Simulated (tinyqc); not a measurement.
Dopants and charged point defects at anneal temperature: Fermi-level effect, clustering and pairing: one step, computed by the program tinyqc. Command: `OMP_NUM_THREADS=1 python tinyqc.py 3011094 3011095 out.jsonl pairing walk`. One thread of a shared host (Intel(R) Xeon(R) Processor @ 2.30GHz), about 0.02 s of CPU time with the checks.

Boltzmann statistics and full ionisation of active dopants. Energies are counted from the valence band; the defect (a vacancy or self-interstitial) has five charge states, with all degeneracy factors one.

Task: Active and clustered dopant. n = A/2 + sqrt(A^2/4 + n_i^2) for an active density A. k ionised dopants and k carriers form one neutral cluster: C = N_s (A/N_s)^k (n/N_b)^k exp(E_b/k_B T), N_b the effective density of states of the majority band, and N = A + k C (60 bisections in ln A between ln N - 90 and ln N).

Inputs (values chosen for the exercise, with bands modelled on germanium):
```
quantity                      value   unit
anneal temperature T            830      K
total dopant density N      2.5e+20  cm^-3
site density N_s            3.3e+22  cm^-3
dopant atoms per cluster k        3      -
cluster binding energy E_b     1.16     eV
```

Dopant: donor. Second part: clustering of the dopant.

E_g = 0.4363389 eV

k_B T = 0.07152387 eV

n_i = 1.490838e+18 cm^-3

E_i = 0.1924925 eV

effective density of states N_b of the majority band = 4.508905e+19 cm^-3

Give: active density A; clusters C; active share.

Result:

active density A = 2.950e+19 cm^-3

clusters C = 7.350e+19 cm^-3

active share = 0.1180

88 % of the dopant is lost to clusters.
